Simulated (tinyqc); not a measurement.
Capacitances against the line height.

Endless row of lines of width wl, height tl and space sl between grounded planes at distance hd; e2 fills the gaps beside the lines, e1 the rest. Laplace's equation is solved on meshes of 3, 6 and 12 steps per unit u and extrapolated (Aitken), which is good to about 0.2 %. C_even (all lines at 1 V) is the capacitance Cg to the planes; C_odd (neighbours in antiphase) = Cg + 4 Cc if only nearest neighbours couple, which defines Cc; total with quiet neighbours Cg + 2 Cc. Plate values 2 eps0 e1 wl/hd and eps0 e2 tl/sl.

Values chosen for this exercise:

| symbol | value | unit | meaning |
|---|---|---|---|
| e1 | 2.4 |  | relative permittivity above and below the lines |
| e2 | 2.7 |  | relative permittivity between the lines |
| wl | 4 | u | line width, in units u |
| sl | 4 | u | space between lines |
| hd | 8 | u | distance to each plane |

Constants: eps0 = 8.8541878128e-12 F/m. Results are converted to the units shown.

The same in every row: plate Cg (aF/um) = 21.3.

Results:
columns A: tl (u); B: Cg (aF/um); C: Cc (aF/um); D: Cg + 2 Cc (aF/um); E: C_odd (aF/um); F: plate Cc (aF/um); G: share of coupling, 2 Cc/(Cg + 2 Cc) (%)
```
A      B     C     D    E     F     G
2   40.5  24.2  89.0  137  12.0  54.4
4   40.8  36.1   113  185  23.9  63.9
6   40.9  48.1   137  233  35.9  70.1
12  40.9  83.9   209  377  71.7  80.4
16  40.9   108   257  472  95.6  84.1
```

Estimate the missing row, tl = 8 u.

Computed row:
columns A: tl (u); B: Cg (aF/um); C: Cc (aF/um); D: Cg + 2 Cc (aF/um); E: C_odd (aF/um); F: plate Cc (aF/um); G: share of coupling, 2 Cc/(Cg + 2 Cc) (%)
```
A     B     C    D    E     F     G
8  40.9  60.0  161  281  47.8  74.6
```

With this row back in the table: As tl goes from 2 to 16, Cg rises from 40.5 to 40.9 aF/um, Cc rises from 24.2 to 108 aF/um and the share of coupling rises from 54.4 to 84.1 %. Cg is 1.91 times its plate value in the first row and 1.93 times in the last; for Cc the ratios are 2.03 and 1.13. Neighbours in antiphase raise the load by a factor of 1.54 and 1.84 over quiet ones. In every row the planes are farther than 0.8 of the pitch, so second neighbours couple too and Cg + 2 Cc understates the quiet load by a per cent or more.

tinyqc, about 0.5 s, one thread, Intel Xeon 2.30GHz (shared host): `OMP_NUM_THREADS=1 python tinyqc.py 2790139 2790140 out.jsonl`
